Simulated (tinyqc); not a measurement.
Absorption coefficient and reflectance from two thicknesses.

Inverse problem. With transparent contact layers the responsivity is (1 - Rf)(1 - exp(-al wi)) q lam/(h c). The second absorber is twice as thick as the first. Find al and Rf.

Parameters, values chosen for the exercise: wavelength lam = 850 nm.

Constants: q = 1.602176634e-19 C, h = 6.62607015e-34 J s, c = 299792458 m/s. Results are converted to the units shown.

responsivity for wi = 0.85 and 1.7 um (A/W): [0.36790690, 0.52798790]

Answer. The ratio of the responsivities is 1 + exp(-al w1), which gives al; either value then gives 1 - Rf.

al = 9790 1/cm
Rf = 0.05000

Program tinyqc, `OMP_NUM_THREADS=1 python tinyqc.py 2250130 2250131 out.jsonl`; Intel Xeon 2.30GHz, shared host, one thread, about 0.01 s.
